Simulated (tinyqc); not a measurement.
Trap density from two Hall measurements.

Question. p-type body, charge-sheet picture, full ionisation (an idealisation for deep acceptors), Boltzmann statistics for free electrons. e = Ec - EF at the surface. psi = Eg - Vt ln(Nv/Na) - e; N_dep = sqrt(2 eps0 eps_r Na (psi - Vt)/q); n_f = sqrt(N_dep^2 + 2 eps0 eps_r Vt Nc exp(-e/Vt)/q) - N_dep; Vg = Vfb + psi + q (N_dep + n_t + n_f)/Cox, Cox = eps0 eox/tox. Find e and n_t at both points and the mean trap density between them.

Parameters, values chosen for the exercise; band and dielectric values close to those of 4H silicon carbide:

| symbol | value | unit | meaning |
|---|---|---|---|
| T | 400 | K | temperature |
| Eg | 3.31 | eV | band gap |
| eps_r | 9.72 |  | relative permittivity |
| Nc | 2.65e19 | cm^-3 | conduction-band density of states at T |
| Nv | 3.85e19 | cm^-3 | valence-band density of states at T |
| eox | 3.9 |  | relative permittivity of the insulator |
| tox | 72 | nm | insulator thickness |
| Na | 1.6e16 | cm^-3 | acceptor density |
| Vfb | -2.12 | V | flat-band voltage without trapped charge |

Constants: q = 1.602176634e-19 C, kB = 1.380649e-23 J/K, Vt = kB T/q, eps0 = 8.8541878128e-14 F/cm where lengths are in cm. Results are converted to the units shown.

Vg (V): [5.1853217, 7.8647065]
free sheet density from the Hall effect (cm^-2): [4.8865716e9, 6.8295895e10]

Answer. Each n_f fixes e; what the gate voltage holds beyond psi, N_dep and n_f is trapped; the difference quotient is the density, smeared over a few Vt.

e (eV): [0.251, 0.158]
n_t (cm^-2): [6.58e11, 1.36e12]
mean trap density = 7.52e12 cm^-2 eV^-1

Program tinyqc, `OMP_NUM_THREADS=1 python tinyqc.py 2222168 2222169 out.jsonl`; Intel Xeon 2.30GHz, shared host, one thread, about 0.02 s.
